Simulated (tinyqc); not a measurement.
MOSFET in saturation, small-signal circuit and noise: one step of the calculation.

Bias by the inversion coefficient IC = I/Ispec (charge-based model with velocity saturation; weak inversion below 0.1, strong above 10). Common-source circuit: gm, gds, Cgs, Cgd and Cj at the inner nodes, Rg in series with the gate; quasi-static, no source or drain resistance, no gate-body capacitance, no substrate network, no induced gate noise, so fmax is an upper estimate.

Problem. Current gain and unilateral power gain. |h21| = |Y21/Y11|; U = |Y21 - Y12|^2/(4 [Re Y11 Re Y22 - Re Y12 Re Y21]). Extrapolated at 20 dB a decade: f |h21| and f sqrt(U).

Parameters, values chosen for the exercise: signal frequency f = 2 GHz.

Y with Rg (mS):
```
,1,2
1,0.000979945+1.197930178i,-0.000353621-0.432282860i
2,5.015806224-0.436386237i,0.190743020+1.087215054i
```

Wanted: |h21|; U; f |h21|; f sqrt(U).

Solution.

|h21| = 4.2029
U = 3208.4
f |h21| = 8.4058 GHz
f sqrt(U) = 113.29 GHz

Computed by the program tinyqc: `OMP_NUM_THREADS=1 python tinyqc.py 2150024 2150025 out.jsonl`, one thread of a shared Intel Xeon 2.30GHz, about 0.01 s for the whole run.
